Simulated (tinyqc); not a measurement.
Matthiessen's rule against the full average: mobility of a non-polar semiconductor in the relaxation-time approximation. Computed by tinyqc, a small Python program. Command: `OMP_NUM_THREADS=1 python tinyqc.py 3015740 3015741 out.jsonl rta walk`. One thread of a shared host (Intel(R) Xeon(R) Processor @ 2.30GHz), about 0.01 s of CPU time with the checks.

Each valley is treated as a sphere of mass m_d for states and rates, with one isotropic relaxation time; the conductivity mass m_c sets the current.

Inputs (values chosen for the exercise, for a model non-polar semiconductor):
```
quantity                                            value       unit
longitudinal mass m_l                                0.16        m_0
transverse mass m_t                                  0.16        m_0
equivalent valleys Z                                    1          -
static permittivity eps_s                            13.6          -
density rho                                          3790     kg/m^3
sound velocity v_l                                  10500        m/s
acoustic deformation potential D_A                     10         eV
phonon energy hbar w                                 50.1        meV
optical or intervalley deformation potential D_o      6.4  1e8 eV/cm
final valleys Z_f                                       1          -
carrier density n                                 8.4e+16     1/cm^3
compensation ratio C                                    0          -
temperature T                                         200          K
```

Band: parabolic. Impurity formula: Brooks-Herring. Further scattering: none.

Constants: k_B = 8.617333262e-05 eV/K; m_0 = 9.1093837015e-31 kg; e = 1.602176634e-19 C; hbar = 1.054571817e-34 J s; eps_0 = 8.8541878128e-12 F/m; k_B = 1.380649e-23 J/K; hbar = 6.582119569e-16 eV s.

Method:
- m_d = (m_l m_t^2)^(1/3); 1/m_c = (1/m_l + 2/m_t)/3; Hall mass factor A = 3 K_m (K_m + 2)/(2 K_m + 1)^2, K_m = m_l/m_t; N_I = n (1 + C)/(1 - C).
- Parabolic band: E = hbar^2 k^2/(2 m), speed v = hbar k/m, states per spin, volume and energy g(E) = m k/(2 pi^2 hbar^2). Here m = m_d. Masses are multiplied by m_0 and all formulas are in SI units.
- The reduced Fermi level eta = E_F/(k_B T) solves n = 2 Z int g f dE with f = 1/(1 + exp(x - eta)) (Z = 1 unless valleys are given); screening length L_s = sqrt(eps_s eps_0 k_B T/(e^2 dn/deta)), dn/deta = 2 Z int g f (1 - f) dE.
- Integrals over x = E/(k_B T) use 160 Gauss-Legendre points in u = sqrt(x) from 0 to sqrt(max(eta, 0) + 32).
- Phonon occupation N_q = 1/(exp(hbar w/(k_B T)) - 1).
- Acoustic deformation potential (elastic, equipartition, absorption and emission together): 1/tau = 2 pi k_B T D_A^2 g(E)/(hbar rho v_l^2).
- Optical or intervalley deformation potential: 1/tau = (pi Z_f D_o^2/(rho w)) [N_q g(E + hbar w) + (N_q + 1) g(E - hbar w)], with g = 0 below the band edge.
- Each optical term is multiplied by (1 - f(E'))/(1 - f(E)), E' the final energy, for Pauli blocking.
- Singly charged impurities, momentum relaxation: 1/tau = N_I e^4 m (1 + 2 alpha E) Phi/(8 pi (eps_s eps_0)^2 hbar^3 k^3), with alpha = 0 for a parabolic band.
- Brooks-Herring: Phi = ln(1 + b) - b/(1 + b), b = 4 k^2 L_s^2.
- mu = (m_d/m_c) (2 Z e/(3 n k_B T)) int g v^2 tau f (1 - f) dE.
- Averages over x are split at the emission threshold x_0 = hbar w/(k_B T): 64 Gauss-Legendre points in sqrt(x) below it and 128 in sqrt(x - x_0) above it, up to x = max(eta, 0) + 32.
- Rates are added at each energy before the average. With <y> = int g v^2 y f (1 - f) dE: Hall factor r_H = A (3 n k_B T/(2 Z m_d)) <tau^2/(1 + 2 alpha E)>/<tau>^2 (alpha = 0 for a parabolic band); Hall mobility r_H mu; |S| = (k_B/e) (<x tau>/<tau> - eta); resistivity 1/(n e mu).
- Matthiessen's rule adds 1/mu of the separate processes.

acoustic mobility = 45176.4 cm^2/(V s)

optical mobility = 304633 cm^2/(V s)

ionised impurity mobility = 12956.3 cm^2/(V s)

drift mobility mu = 7191.61 cm^2/(V s)

Separate mobilities:
```
process           mu (cm^2/(V s))  share of the sum of 1/mu (%)
acoustic               4.5176e+04                        21.574
optical                3.0463e+05                         3.199
ionised impurity       1.2956e+04                        75.226
```

mobility by Matthiessen's rule = 9746.5 cm^2/(V s)

excess of Matthiessen's rule over the full mu = 35.526 %

What does the comparison show, and why?

The rule gives 9747 against the full 7192, 35.5 % too high; it can only overestimate, since each separate average is carried by the energies where that process is weak. The largest shares are ionised impurity (75 %) and acoustic (22 %).

Extremes, crossings and ranges named in words are read from the listed rows.
